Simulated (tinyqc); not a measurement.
## Gate voltage for a wanted density

Problem. A HEMT has a barrier of thickness d, permittivity eb and off voltage Voff; energies are counted from the channel band edge at the interface. F = q (eta ns + Nb)/(eps0 ec) in eV/nm; E_k = a_k (C F^2/me)^(1/3), a_0 = 2.338107, a_1 = 4.087949, C = hbar^2/(2 m0); D = me m0 q/(pi hbar^2); ns = D Vt [ln(1 + exp((EF - E_0)/Vt)) + ln(1 + exp((EF - E_1)/Vt))], which gives EF = E_0 + Vt ln{2 s/[(1 + u) + sqrt((1 + u)^2 + 4 u s)]} with s = exp(ns/(D Vt)) - 1, u = exp((E_0 - E_1)/Vt). Charge control: ns + Nb = eps0 eb (Vg - Voff - EF)/(q d). Find E_0, E_1, EF and the Vg that gives this ns.

Values chosen for this exercise; material values close to those of AlGaN on GaN:
```
symbol   value   unit                                         meaning
T          300      K                                     temperature
d           23     nm                               barrier thickness
me         0.2     m0                    electron mass in the channel
ec        9.32                   relative permittivity of the channel
eta     0.6875         share of ns that counts in the confining field
Nb        3e10  cm^-2                  depletion charge of the buffer
```

Constants: q = 1.602176634e-19 C, kB = 1.380649e-23 J/K, hbar = 1.054571817e-34 J s, m0 = 9.1093837015e-31 kg, Vt = kB T/q, eps0 = 8.8541878128e-14 F/cm where lengths are in cm, hbar^2/(2 m0) = 0.0380998212 eV nm^2. Results are converted to the units shown.

ns = 7.2e12 cm^-2
eb = 9.2384000
Voff = -3.2636433 V

Answer. In this direction nothing needs iterating: ns fixes the field, the levels and EF, and the charge-control relation gives Vg.

E_0 = 0.2834 eV
E_1 = 0.4955 eV
EF = 0.3685 eV
Vg = 0.3619 V

Computed by the program tinyqc: `OMP_NUM_THREADS=1 python tinyqc.py 2180081 2180082 out.jsonl`, one thread of a shared Intel Xeon 2.30GHz, about 0.01 s for the whole run.
